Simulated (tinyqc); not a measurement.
Tunnelling through a two-layer gate stack, WKB transmission and Tsu-Esaki current: one step of the calculation.

Electrons leave the emitter at x = 0. Energies E (motion across the layers) are in eV from the emitter Fermi level; the collector Fermi level lies at -V and offers states at every E. No charge in the dielectric and no image force: F1 = V/(t1 + t2 eps1/eps2), F2 = F1 eps1/eps2; U = phi1 - F1 x in layer 1 and phi2 - F1 t1 - F2 (x - t1) in layer 2. With C = hbar^2/(2 m0), kappa = sqrt(m (U - E)/C) where U > E and 0 elsewhere; T(E) = exp(-S), S = 2 times the integral of kappa over x.

Problem. Current density on a coarse energy grid. Each layer adds (2/F) sqrt(m/C) [G(u at its left edge) - G(u at its right edge)] to S, with u = U - E (0 where negative) and G(u) = (2/3) u^1.5. The slope follows from 1/d = -dS/dE.

J = J0 times the integral of T(E) N(E) dE, N = ln[(1 + exp(-E/Vt))/(1 + exp((-E - V)/Vt))], J0 = q^2 me m0 kB T/(2 pi^2 hbar^3) (times 1e-4 for A/cm^2 per eV), by Simpson's rule on nE equally spaced points from Ea to Eb.

Values chosen for this exercise; layer 1 close to aluminium oxide, layer 2 close to hafnium oxide: temperature T = 400 K; Fermi energy of the emitter above its band bottom Ef = 0.3 eV; emitter mass in the supply function me = 1 m0; barrier of layer 1 above the emitter Fermi level at zero bias phi1 = 2.66 eV; tunnelling mass of layer 1 m1 = 0.38 m0; thickness of layer 1 t1 = 0.9 nm; relative permittivity of layer 1 eps1 = 9.02; barrier of layer 2 at zero bias phi2 = 1.46 eV; tunnelling mass of layer 2 m2 = 0.2 m0; thickness of layer 2 t2 = 2 nm; relative permittivity of layer 2 eps2 = 23; voltage across the dielectric V = 0.6 V; lower end of the energy grid Ea = -0.3 eV; upper end of the energy grid Eb = 0.4 eV; points of the energy grid nE = 15.

Constants: q = 1.602176634e-19 C, kB = 1.380649e-23 J/K, hbar = 1.054571817e-34 J s, m0 = 9.1093837015e-31 kg, Vt = kB T/q, hbar^2/(2 m0) = 0.0380998212 eV nm^2. Results are converted to the units shown.

Find: E; T(E); N; T(E) N; J0; J.

Solution.

```
point    E (eV)       T(E)          N      T(E) N
0      -0.30000  2.1594e-9     8.7034   1.8794e-8
1      -0.25000  2.8819e-9     7.2535   2.0904e-8
2      -0.20000  3.8650e-9     5.8053   2.2437e-8
3      -0.15000  5.2105e-9     4.3645   2.2741e-8
4      -0.10000  7.0634e-9     2.9546   2.0870e-8
5      -0.05000  9.6314e-9     1.6612   1.5999e-8
6       0.00000  1.3216e-8    0.69315   9.1604e-9
7       0.05000  1.8256e-8    0.21062   3.8449e-9
8       0.10000  2.5400e-8   0.053504   1.3590e-9
9       0.15000  3.5617e-8   0.012803  4.5600e-10
10      0.20000  5.0367e-8  0.0030162  1.5192e-10
11      0.25000  7.1883e-8  7.0792e-4  5.0888e-11
12      0.30000  1.0363e-7  1.6601e-4  1.7204e-11
13      0.35000  1.5108e-7  3.8921e-5  5.8801e-12
14      0.40000  2.2299e-7  9.1247e-6  2.0348e-12
```

J0 = 5.5782e8 A/(cm^2 eV)
J = 3.5589 A/cm^2

The integrand peaks at E = -0.150 eV among these points.

Numbers from tinyqc (`OMP_NUM_THREADS=1 python tinyqc.py 2540058 2540059 out.jsonl`; about 0.04 s on one thread of a shared Intel Xeon 2.30GHz).
